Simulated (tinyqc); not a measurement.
# Domain walls in a thin film with perpendicular anisotropy: Bloch, Neel and chiral walls, motion and stripe domains, step by step

A worked calculation. Computed by tinyqc, a small Python program that keeps every step. Command: `OMP_NUM_THREADS=1 python tinyqc.py 3002808 3002809 out.jsonl mwall walk`. One thread of a shared host (Intel(R) Xeon(R) Processor @ 2.30GHz), about 0.01 s of CPU time with the checks. Intermediate numbers are printed to about 6 digits and carried at full precision; extremes and crossings named in words are read from the listed rows.

One-dimensional wall: polar angle theta(x), azimuth phi of the moment in the wall (phi = 0 Neel, 90 degrees Bloch). mu_0 = 1.25663706212e-6 T m/A, gamma = 1.76085963023e11 rad/(s T).

Inputs (values chosen for the exercise, for a model film): saturation magnetisation M_s = 977 kA/m; exchange stiffness A = 15 pJ/m; uniaxial anisotropy K_u = 792 kJ/m^3; DMI constant D = 1.7 mJ/m^2; thickness t = 2.1 nm; damping alpha = 0.031; field mu_0 H_z = 0.45 mT.

Drive: magnetic field.

## Width and energy of the Bloch wall

K_eff = K_u - mu_0 M_s^2/2; Delta = sqrt(A/K_eff); sigma_0 = 4 sqrt(A K_eff); profile theta = 2 arctan exp(x/Delta); quality factor Q = 2 K_u/(mu_0 M_s^2).

K_eff = 192.252 kJ/m^3

width parameter Delta = 8.83305 nm

sigma_0 = 6.79267 mJ/m^2

quality factor Q = 1.32055

## Bloch or Neel

sigma(phi) = sigma_0 + 2 Delta K_D cos^2(phi) - pi D cos(phi), with the wall shape anisotropy K_D = N_x mu_0 M_s^2/2, N_x = t ln 2/(pi Delta). The minimum has cos(phi) = D/D_N for D < D_N = 4 Delta K_D/pi and phi = 0 beyond; sigma turns negative at D_c = (sigma_0 + 2 Delta K_D)/pi.

K_D = 31.4596 kJ/m^3

D_N = 0.353813 mJ/m^2

azimuth phi = 0 degrees

wall energy sigma = 2.00773 mJ/m^2

D_c = 2.33908 mJ/m^2

A pure chiral Neel wall. D is 0.73 of D_c.

## Walker breakdown

Field drive: steady motion v = gamma Delta B/alpha needs B = (alpha/2) [2 B_D sin(phi) - B_K sin(2 phi)] in size, B_K = 2 K_D/M_s, B_D = pi D/(2 M_s Delta), with phi moving from its rest value; the Walker field B_W is the largest value of |B_D sin(phi) - (B_K/2) sin(2 phi)| times alpha, reached at cos(phi) = [d - sqrt(d^2 + 8)]/4, d = B_D/B_K. Far above B_W/alpha, v = gamma Delta B alpha/(1 + alpha^2); this is used for all B above B_W.

B_K = 64.4004 mT

B_D = 309.431 mT

Walker field B_W = 9.79008 mT

velocity at B_W = 491.201 m/s

velocity at B = 22.5780 m/s

B is below B_W: steady motion. Without D, B_W would be alpha B_K/2 = 0.998 mT, so D raises it 9.8 times.

## Stripe domains

Dipolar length l = sigma/(mu_0 M_s^2); for t much smaller than the period the domain width is w = 0.955 t exp(pi l/t) (Kaplan and Gehring), given as log10 of w in nm.

dipolar length l = 1.67381 nm

log10 of the domain width in nm = 1.38971

Equilibrium domains are about 25 nm wide. Caution: the domains are not wide against the wall, so the thin-wall formula fails.

## Raising D

The formulas are those given above.

Wall against D; the last column is the Kaplan-Gehring width, log10[0.955 t exp(pi sigma/(mu_0 M_s^2 t))/nm], with a dash where it falls below 10 Delta and the formula fails:
```
D (mJ/m^2)  phi (degrees)  sigma (mJ/m^2)  sigma/sigma_0  log10 domain width
0.071             78.4238         6.77029       0.996705             3.96933
0.180             59.4199         6.64883       0.978824             3.90354
0.280             37.6855         6.44461       0.948759             3.79292
0.470              0.0000         5.87189       0.864445             3.48271
0.940              0.0000         4.39535       0.647071             2.68295
1.400              0.0000         2.95021       0.434323                   -
1.900              0.0000         1.37942       0.203074                   -
2.100              0.0000         0.75110       0.110575                   -
```

D_N is 15 % of D_c, so a small D fixes the chirality long before it lowers the energy much. Beyond D_N sigma falls by pi per unit of D, and the domain width, which has sigma in an exponent, drops by 1.3 decades over the valid rows (values above 6 mean a single domain in any device).

Checks made by the program: sigma_0 against the integral over the profile (relative difference below 1e-10); B_W against a scan of phi (relative difference below 1e-10).
